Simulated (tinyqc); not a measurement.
# Worked calculation: tunnelling through a two-layer gate stack, WKB transmission and Tsu-Esaki current

tinyqc, about 0.03 s, one thread, Intel Xeon 2.30GHz (shared host): `OMP_NUM_THREADS=1 python tinyqc.py 2540009 2540010 out.jsonl` Printed values are rounded.

Electrons leave the emitter at x = 0. Energies E (motion across the layers) are in eV from the emitter Fermi level; the collector Fermi level lies at -V and offers states at every E. No charge in the dielectric and no image force: F1 = V/(t1 + t2 eps1/eps2), F2 = F1 eps1/eps2; U = phi1 - F1 x in layer 1 and phi2 - F1 t1 - F2 (x - t1) in layer 2. With C = hbar^2/(2 m0), kappa = sqrt(m (U - E)/C) where U > E and 0 elsewhere; T(E) = exp(-S), S = 2 times the integral of kappa over x.

Values chosen for this exercise; layer 1 close to silicon dioxide, layer 2 close to zirconium oxide:
- T = 300 K (temperature)
- Ef = 4.1 eV (Fermi energy of the emitter above its band bottom)
- me = 0.33 m0 (emitter mass in the supply function)
- phi1 = 3.25 eV (barrier of layer 1 above the emitter Fermi level at zero bias)
- m1 = 0.5 m0 (tunnelling mass of layer 1)
- t1 = 0.7 nm (thickness of layer 1)
- eps1 = 3.81 (relative permittivity of layer 1)
- phi2 = 1.41 eV (barrier of layer 2 at zero bias)
- m2 = 0.25 m0 (tunnelling mass of layer 2)
- t2 = 2.2 nm (thickness of layer 2)
- eps2 = 25.5 (relative permittivity of layer 2)
- V = 0.7 V (voltage across the dielectric)
- E = 0.03 eV (energy of the electron followed)
- nc = 5 (cells in each layer)
- Ea = -0.91 eV (lower end of the energy grid)
- Eb = 0.29 eV (upper end of the energy grid)
- nE = 15 (points of the energy grid)

Constants: q = 1.602176634e-19 C, kB = 1.380649e-23 J/K, hbar = 1.054571817e-34 J s, m0 = 9.1093837015e-31 kg, Vt = kB T/q, hbar^2/(2 m0) = 0.0380998212 eV nm^2. Results are converted to the units shown.

Range of the model: A layer thinner than 0.8 nm holds only a few atomic planes, where an effective mass is a rough description.

## Fields and band edges

F1 = V/(t1 + t2 eps1/eps2), F2 = F1 eps1/eps2; U = phi1 - F1 x in layer 1 and phi2 - F1 t1 - F2 (x - t1) in layer 2. EOT = 3.9 (t1/eps1 + t2/eps2).

F1 = 6.804666 MV/cm
F2 = 1.016697 MV/cm
U at the end of layer 1 = 2.773673 eV
U at the start of layer 2 = 0.9336734 eV
U at the end of layer 2 = 0.71 eV
EOT = 1.053006 nm

## WKB exponent by the midpoint rule

Cut each layer into nc equal cells, take U and kappa at the cell centres, and sum S = 2 sum kappa h.

```
cell	x (nm)	U (eV)	kappa (1/nm)
0	0.070000	3.202367	6.452311
1	0.210000	3.107102	6.354692
2	0.350000	3.011837	6.255549
3	0.490000	2.916571	6.154810
4	0.630000	2.821306	6.052395
5	0.920000	0.911306	2.404761
6	1.360000	0.866571	2.342934
7	1.800000	0.821837	2.279430
8	2.240000	0.777102	2.214106
9	2.680000	0.732367	2.146796
```

S = 18.77700
T(E) = 7.002518e-9

## WKB exponent in closed form

Each layer adds (2/F) sqrt(m/C) [G(u at its left edge) - G(u at its right edge)] to S, with u = U - E (0 where negative) and G(u) = (2/3) u^1.5. The slope follows from 1/d = -dS/dE.

S = 18.77656
T(E) = 7.005537e-9
energy d over which T(E) grows by a factor e = 0.12790 eV

The midpoint rule gives S = 18.777, so its T(E) is 0.043 % below this value. The band edge stays above E through the whole stack: direct tunnelling through a trapezoid.

## Current density on a coarse energy grid

J = J0 times the integral of T(E) N(E) dE, N = ln[(1 + exp(-E/Vt))/(1 + exp((-E - V)/Vt))], J0 = q^2 me m0 kB T/(2 pi^2 hbar^3) (times 1e-4 for A/cm^2 per eV), by Simpson's rule on nE equally spaced points from Ea to Eb.

```
point	E (eV)	T(E)	N	T(E) N
0	-0.9100000	1.578206e-11	27.07691	4.273295e-10
1	-0.8242857	2.556452e-11	27.06907	6.920080e-10
2	-0.7385714	4.187207e-11	26.87433	1.125284e-9
3	-0.6528571	6.940671e-11	25.10397	1.742384e-9
4	-0.5671429	1.165469e-10	21.93222	2.556132e-9
5	-0.4814286	1.984817e-10	18.62228	3.696182e-9
6	-0.3957143	3.432741e-10	15.30690	5.254464e-9
7	-0.3100000	6.038723e-10	11.99134	7.241239e-9
8	-0.2242857	1.082545e-9	8.675929	9.392081e-9
9	-0.1385714	1.982100e-9	5.364871	1.063371e-8
10	-0.0528571	3.716981e-9	2.166320	8.052168e-9
11	0.0328571	7.163922e-9	0.2472967	1.771614e-9
12	0.1185714	1.425425e-8	0.01013642	1.444871e-10
13	0.2042857	2.945308e-8	3.698884e-4	1.089435e-11
14	0.2900000	6.371181e-8	1.343419e-5	8.559166e-13
```

J0 = 1.380607e8 A/(cm^2 eV)
J = 0.6178395 A/cm^2

The integrand peaks at E = -0.139 eV among these points. A converged quadrature from -Ef to above the barrier gives 0.6328 A/cm^2; this grid is 2.4 % below that.
